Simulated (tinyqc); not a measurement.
# One-dimensional ballistic tunnel FET, two-band WKB, step by step

Program tinyqc, `OMP_NUM_THREADS=1 python tinyqc.py 2620089 2620090 out.jsonl`; Intel Xeon 2.30GHz, shared host, one thread, about 0.01 s. Printed values are rounded.

A p-type source for x < 0 with its Fermi level at 0 and its valence edge at ds; in the channel the bands fall as D exp(-x/lam) towards their flat values, with the conduction edge at Ec = ds - dP and D = dP + Eg. The gate moves dP one to one. The drain Fermi level lies at -Vd and the drain side reflects nothing. For w = E - Ec between 0 and dP an electron crosses the gap. Two-band dispersion with equal masses m: inside the gap kappa = sqrt(m u (1 - u/Eg)/C), u the distance from a band edge, C = hbar^2/(2 m0).

Values chosen for this exercise; band and dielectric values those of a made-up semiconductor:

| symbol | value | unit | meaning |
|---|---|---|---|
| T | 300 | K | temperature |
| Eg | 1.71 | eV | band gap |
| m | 0.082 | m0 | band-edge mass of the two-band model |
| lam | 2.9 | nm | screening length of the source junction |
| ds | 0.13 | eV | source valence edge above the source Fermi level |
| Vd | 0.3 | V | drain bias |
| g | 2 |  | number of degenerate subbands (spin apart) |
| dP | 0.1 | eV | tunnelling window Ev(source) - Ec(channel) |
| w0 | 0.062 | eV | energy above the channel conduction edge |
| nc | 8 |  | cells of the path |
| nE | 11 |  | points of the energy grid |

Constants: q = 1.602176634e-19 C, kB = 1.380649e-23 J/K, hbar = 1.054571817e-34 J s, h = 6.62607015e-34 J s, m0 = 9.1093837015e-31 kg, Vt = kB T/q, hbar^2/(2 m0) = 0.0380998212 eV nm^2. Results are converted to the units shown.

## The path through the gap by the midpoint rule

At w = w0 the path runs from xa = lam ln(D/(w + Eg)) to xb = lam ln(D/w); u(x) = w + Eg - D exp(-x/lam) is the height above the valence edge. Cut it into nc equal cells: S = 2 (cell width) times the sum of kappa at the centres.

xa = 0.0615322 nm
xb = 9.78445 nm

```
cell   x (nm)   u (eV)  kappa (1/nm)
0     0.66921  0.33499      0.761408
1     1.88458  0.82696      0.958694
2     3.09994  1.15050      0.900100
3     4.31531  1.36327      0.771316
4     5.53067  1.50320      0.625500
5     6.74604  1.59523      0.480040
6     7.96140  1.65575      0.336246
7     9.17677  1.69555      0.175625
```

S = 12.1753

## The exponent in closed form

S(w) = 2 lam int_0^Eg kappa(u) du/(w + Eg - u) = 2 pi lam sqrt(m/(C Eg)) [w + Eg/2 - sqrt(w (w + Eg))], T(w) = exp(-S). The common triangular estimate is S = (4/3) lam sqrt(m/C) Eg^1.5/(dP + Eg) for all w.

S(w0) = 11.9697
T(w0) = 6.33314e-6
triangular S = 7.00806

The midpoint value is 1.7 % above the closed form, and the triangular estimate 41 % below it.

## Current on a coarse grid

S(w) = 2 lam int_0^Eg kappa(u) du/(w + Eg - u) = 2 pi lam sqrt(m/(C Eg)) [w + Eg/2 - sqrt(w (w + Eg))], T(w) = exp(-S). I = g (2 q^2/h) int_0^dP T(w) [f(E) - f(E + Vd)] dw, E = ds - dP + w, f(x) = 1/(1 + exp(x/Vt)). Simpson's rule on nE equally spaced points.

```
point    w (eV)        T(w)  difference of the f
0      0.000000  2.56689e-8             0.238582
1      0.010000  3.05458e-7             0.175479
2      0.020000  7.64244e-7             0.126298
3      0.030000  1.48399e-6            0.0894056
4      0.040000  2.53023e-6            0.0625187
5      0.050000  3.97301e-6            0.0433327
6      0.060000  5.88694e-6            0.0298471
7      0.070000  8.35095e-6            0.0204686
8      0.080000  1.14479e-5            0.0139945
9      0.090000  1.52643e-5           0.00954812
10     0.100000  1.98900e-5           0.00650516
```

I = 2.07506e-6 uA

A converged quadrature gives 2.077e-6 uA; this grid is 0.082 % below that.
